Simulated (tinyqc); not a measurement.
Elastic trap-assisted tunnelling through a dielectric: one step of the calculation.

Emitter at x = 0 (Fermi level 0), collector at x = t (Fermi level -V), band edge U(x) = phi - F x, F = V/t. A trap at x has the energy E = U(x) - Et. With G(u) = (4/(3 F)) sqrt(mo/C) max(u, 0)^1.5, C = hbar^2/(2 m0): S1 = G(phi - E) - G(Et), S2 = G(Et) - G(phi - V - E), T1,2 = exp(-S1,2). The steady rate through one trap is nu T1 T2 (f1 - f2)/(T1 + T2), f1 = f(E), f2 = f(E + V), f(y) = 1/(1 + exp(y/Vt)); both contacts offer states at E.

Question. Rate through a trap near the best position. n equally spaced x from xa to xb, where nearly all of the current flows; J = q Nt times the integral of the rate, by Simpson's rule.

Inputs (values chosen for the exercise); dielectric values close to those of aluminium oxide:
```
symbol   value   unit                                           meaning
T          350      K                                       temperature
phi        2.6     eV             barrier above the emitter Fermi level
mo         0.4     m0                                   tunnelling mass
t          7.9     nm                                         thickness
Et        2.06     eV  trap depth below the band edge of the dielectric
Nt      4.8e18  cm^-3                                      trap density
nu        1e13    1/s                                 attempt frequency
n            9                                       points of the grid
V         2.11      V                                           voltage
xa        2.72     nm                              left end of the grid
xb        4.01     nm                             right end of the grid
```

Constants: q = 1.602176634e-19 C, kB = 1.380649e-23 J/K, hbar = 1.054571817e-34 J s, m0 = 9.1093837015e-31 kg, Vt = kB T/q, hbar^2/(2 m0) = 0.0380998212 eV nm^2. Results are converted to the units shown.

Find: x; E; S1; S2; f1 - f2; rate; J.

Answer.

```
point  x (nm)   E (eV)     S1     S2  f1 - f2  rate (1/s)
0       2.720  -0.1865  27.41  38.82   0.9979    1.373e-4
1       2.881  -0.2295  29.16  37.95   0.9995    3.292e-4
2       3.042  -0.2726  30.93  37.05   0.9999    8.079e-4
3       3.204  -0.3157  32.71  36.13    1.000    0.001978
4       3.365  -0.3588  34.50  35.18    1.000    0.003507
5       3.526  -0.4018  36.30  34.20    1.000    0.001529
6       3.688  -0.4449  38.12  33.20    1.000    2.769e-4
7       3.849  -0.4880  39.95  32.18    1.000    4.474e-5
8       4.010  -0.5310  41.79  31.14    1.000    7.090e-6
```

J = 1.027e-10 A/cm^2

Range of the model: Phonon-assisted (inelastic) capture, chains of traps and a spread of trap depths are left out.

tinyqc, about 0.03 s, one thread, Intel Xeon 2.30GHz (shared host): `OMP_NUM_THREADS=1 python tinyqc.py 2370077 2370078 out.jsonl`
